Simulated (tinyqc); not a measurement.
From results back to parameters: thin (001) film in sp3s* tight binding with raised dangling bonds.

Problem. The gap of a passivated film (lowest level above mid-gap less highest below, mid-gap being half the lower bulk edge) belongs to a hidden number of planes between 6 and 45.

Planes alternate anion (a), cation (c) along [001], a/4 apart, starting with an anion; zero in-plane momentum; levels counted from the bulk Ev, the lower root of [[Epa, Vxx], [Vxx, Epc]]; no spin-orbit coupling. Block of s, pz, s*: from an anion to the cation above, Vss/2 (s,s), Vsapc/2 (s,z), -Vscpa/2 (z,s), Vxx/2 (z,z), Vxapc/2 (s*,z), -Vpaxc/2 (z,s*); to the cation below the same with the s-z and s*-z signs reversed. Block of u = (px + py)/sqrt2 and v = (px - py)/sqrt2: to the cation above (Vxx + Vxy)/2 for u and (Vxx - Vxy)/2 for v, to the cation below the reverse. Each surface atom has two dangling sp3 hybrids; raising both by dl adds (dl/2) [[1, t], [t, 1]] to its s, pz levels (t = -1 at the bottom face, +1 at the top) and dl to the one of u, v in whose plane the missing bonds lie (v for a bottom anion or a top cation, u for a top anion).

Parameters, chosen for this exercise (out of a larger set: near a published set for Si, fitted to gaps, whose masses and valley positions are rough; not measured data): p = (-4.213, 1.706, -4.213, 1.706, 6.686, 6.686, -8.305, 1.723, 4.603, 5.704, 5.704, 5.385, 5.385) eV (order Esa, Epa, Esc, Epc, Exa, Exc, Vss, Vxx, Vxy, Vsapc, Vscpa, Vxapc, Vpaxc); dp = 30 eV (value of dl for the passivated films); a = 5.427 angstrom (lattice constant).

edges (eV): Gamma 3.4460, Delta 1.1631

gap of the film = 1.3378 eV

Find: N; thickness N a/4.

Solution. Computing the films in turn gives 1.3474, 1.3378 and 1.3138 eV for N = 18, 19 and 20; no other N in the range comes within 1 meV.

N = 19
thickness N a/4 = 25.78 angstrom

Run: tinyqc, `OMP_NUM_THREADS=1 python tinyqc.py 1482814 1482815 out.jsonl`; Intel(R) Xeon(R) Processor @ 2.30GHz, one thread, shared host; about 0.4 s of CPU time with all checks.
